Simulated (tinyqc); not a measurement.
Range and order of the fit: effective mass of the conduction band from tabulated energies.

c = hbar^2/2m0.
Constants: hbar^2/2m0 = 3.80998211 eV angstrom^2.

Energies along [110], from the band edge:
```
k (1/angstrom)   E (meV)
0.000000         0.00000
0.001600         0.72040
0.003200         2.85760
0.004800         6.34330
0.006400        11.07550
0.008000        16.93200
0.009600        23.78340
0.011200        31.50320
0.012800        39.97450
```

reference mass (curvature of the model at k = 0.0001 1/angstrom) = 0.013500 m0

Least-squares fits of E = a k^2 (+ b k^4 + d k^6) over points 1 to n, and the line y = c k^2/E against E; errors of m against the reference.

Results:
```
n  E at point n (meV)  one term (%)  two terms (%)  three terms (%)  line (%)  rms residual, one term (meV)
3                 6.3          2.26           0.05             0.01      0.00                         0.022
4                11.1          3.78           0.16             0.01      0.00                         0.063
5                16.9          5.61           0.35             0.02      0.01                         0.139
6                23.8          7.71           0.66             0.06      0.01                         0.259
7                31.5         10.06           1.10             0.12      0.01                         0.432
8                40.0         12.61           1.67             0.23      0.02                         0.664
```

What does the comparison show?

The error of the parabola goes from +2.26 to +12.61 % as the range widens, and at n = 8 its residual, 0.66 meV, is only 1.7 % of the top energy: a small residual does not vouch for the mass. Over the full range (n = 8) the best form is the line (0.02 %); the line errs by 0.00 % at n = 3 and +0.02 % at n = 8. Without scatter, a narrower range or a second term is the cure: at n = 8 the errors are +12.61, +1.67 and +0.23 % for one, two and three terms. Three terms on three points interpolate exactly.

tinyqc: `OMP_NUM_THREADS=1 python tinyqc.py 1881145 1881146 out.jsonl`; about 0.01 s, one thread, shared Intel(R) Xeon(R) Processor @ 2.30GHz.
